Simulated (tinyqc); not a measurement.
# Floating body of a partially depleted SOI transistor: body voltage and kink: two studies

Source at 0 V. Channel current Ic = 2 nf K Vt^2 [F(0) - F(Vd)](1 + la Vd), F(V) = ln^2(1 + exp((Vg - VT - nf V)/(2 nf Vt))), VT = VT0 - gb Vb. Saturation voltage Vs = 2 Vt sqrt(F(0)) + 3 Vt, excess Ve = (Vd - Vs + sqrt((Vd - Vs)^2 + 0.0004 V^2))/2, multiplication M1 = Ai Ve exp(-Bl/Ve). Each junction passes D(v) = J1 (exp(v/Vt) - 1) + J2 (exp(v/(2 Vt)) - 1). Bipolar current Ib = bb J1 (exp(Vb/Vt) - 1). The body settles where M1 (Ic + Ib) = D(Vb) + D(Vb - Vd) + Vb/Rb; drain current Id = (1 + M1)(Ic + Ib) - D(Vb - Vd).

Values chosen for this exercise; values of the order met in partially depleted silicon-on-insulator transistors: temperature T = 398 K; threshold at zero body voltage VT0 = 0.54 V; fall of the threshold per volt of body voltage gb = 0.13; slope factor nf = 1.43; gain factor per width K = 190 uA/(V^2 um); channel-length modulation factor la = 0.1 1/V; impact-ionisation prefactor Ai = 2.99 1/V; impact-ionisation voltage Bl = 4.9 V; diffusion saturation current of each junction J1 = 1.8e-9 uA/um; recombination saturation current of each junction J2 = 6.1e-7 uA/um; gain of the lateral bipolar transistor on the diffusion current bb = 0.5; resistance of a weak body tie to the source (1e9 stands for no tie, and the term is then dropped) Rb = 1e9 kohm um; gate voltage Vg = 0.56 V; drain voltage Vd = 2.1 V.

Constants: q = 1.602176634e-19 C, kB = 1.380649e-23 J/K, Vt = kB T/q. Results are converted to the units shown.

Each table varies one quantity; the others keep the values above.

## Output curve and kink

Rows with more than one solution for Vb (latch) are left out; dId/dVd by a forward difference over 1e-4 V, swing = 1e-4 V over the change of log10 Id; M1 under 1e-12 is printed as 0.

Output curve and kink:

| Vd (V) | Vb (V) | M1 | Id, floating (uA/um) | Id, grounded (uA/um) | ratio | dId/dVd, floating (uS/um) | dId/dVd, grounded (uS/um) |
|---|---|---|---|---|---|---|---|
| 0.6 | 0.1928 | 1.542e-5 | 0.6102 | 0.4339 | 1.406 | 1.804 | 0.04118 |
| 0.8 | 0.4169 | 6.752e-4 | 0.8999 | 0.4425 | 2.033 | 1.026 | 0.04653 |
| 1 | 0.5102 | 0.005868 | 1.067 | 0.4537 | 2.353 | 0.7277 | 0.06856 |
| 1.2 | 0.5648 | 0.02354 | 1.211 | 0.4715 | 2.569 | 0.7482 | 0.1131 |
| 1.4 | 0.6026 | 0.06227 | 1.380 | 0.5003 | 2.758 | 0.9650 | 0.1775 |
| 1.6 | 0.6312 | 0.1285 | 1.609 | 0.5434 | 2.961 | 1.362 | 0.2558 |
| 1.8 | 0.6544 | 0.2257 | 1.938 | 0.6031 | 3.214 | 1.970 | 0.3423 |
| 2 | 0.6743 | 0.3553 | 2.417 | 0.6806 | 3.552 | 2.886 | 0.4328 |
| 2.2 | 0.6923 | 0.5168 | 3.126 | 0.7763 | 4.027 | 4.319 | 0.5245 |

Vb rises from 0.193 to 0.692 V and the ratio of the currents rises from 1.41 to 4.03. The output conductance with a floating body exceeds the grounded value by the largest factor among the rows, 43.8, at Vd = 0.6 V, where Vb = 0.193 V and M1 = 1.54e-5.

## Transfer curve and swing

Same model as above.

Result of one run:

| Vg (V) | Vb (V) | M1 | Id, floating (uA/um) | Id, grounded (uA/um) | ratio | swing, floating (mV/decade) | swing, grounded (mV/decade) |
|---|---|---|---|---|---|---|---|
| 0.59 | 0.6934 | 0.4184 | 3.734 | 1.082 | 3.452 | 234.8 | 180.7 |

What becomes of these results when the gate voltage Vg is changed from 0.59 to 0.79 V, all else the same?

Result of the changed run:

| Vg (V) | Vb (V) | M1 | Id, floating (uA/um) | Id, grounded (uA/um) | ratio | swing, floating (mV/decade) | swing, grounded (mV/decade) |
|---|---|---|---|---|---|---|---|
| 0.79 | 0.7354 | 0.3206 | 15.33 | 7.277 | 2.107 | 457.9 | 336.0 |

The whole series:

| Vg (V) | Vb (V) | M1 | Id, floating (uA/um) | Id, grounded (uA/um) | ratio | swing, floating (mV/decade) | swing, grounded (mV/decade) |
|---|---|---|---|---|---|---|---|
| 0.09 | 0.3321 | 0.5126 | 3.100e-4 | 1.206e-4 | 2.571 | 93.31 | 114.1 |
| 0.19 | 0.4447 | 0.5105 | 0.003457 | 9.054e-4 | 3.818 | 98.83 | 114.6 |
| 0.29 | 0.5304 | 0.5046 | 0.03206 | 0.006614 | 4.847 | 108.8 | 117.4 |
| 0.39 | 0.6004 | 0.4899 | 0.2309 | 0.04468 | 5.168 | 127.2 | 124.9 |
| 0.49 | 0.6550 | 0.4609 | 1.150 | 0.2542 | 4.525 | 165.8 | 142.9 |
| 0.59 | 0.6934 | 0.4184 | 3.734 | 1.082 | 3.452 | 234.8 | 180.7 |
| 0.69 | 0.7188 | 0.3696 | 8.512 | 3.255 | 2.615 | 334.6 | 245.3 |
| 0.79 | 0.7354 | 0.3206 | 15.33 | 7.277 | 2.107 | 457.9 | 336.0 |
| 0.89 | 0.7464 | 0.2743 | 23.81 | 13.19 | 1.805 | 596.1 | 446.5 |

Vb rises from 0.332 to 0.746 V. The smallest swing among the rows is 93.3 mV a decade with a floating body (at Vg = 0.09 V) and 114 with a grounded one; Vt ln 10 = 79.0. The floating swing is smaller by more than 3 % for Vg = 0.09, 0.19, 0.29 V, where the rising Vb lowers the threshold as Vg rises. In the first row the floating body raises the current by a factor of 2.57.

Range of the model: The multiplication law is an empirical form chosen for the exercise; self-heating and capacitive coupling to the body are left out, and the linear laws are rough once Vb passes about 0.7 V or M1 about 0.1.

Program tinyqc, `OMP_NUM_THREADS=1 python tinyqc.py 2182071 2182072 out.jsonl`; Intel Xeon 2.30GHz, shared host, one thread, about 0.2 s.
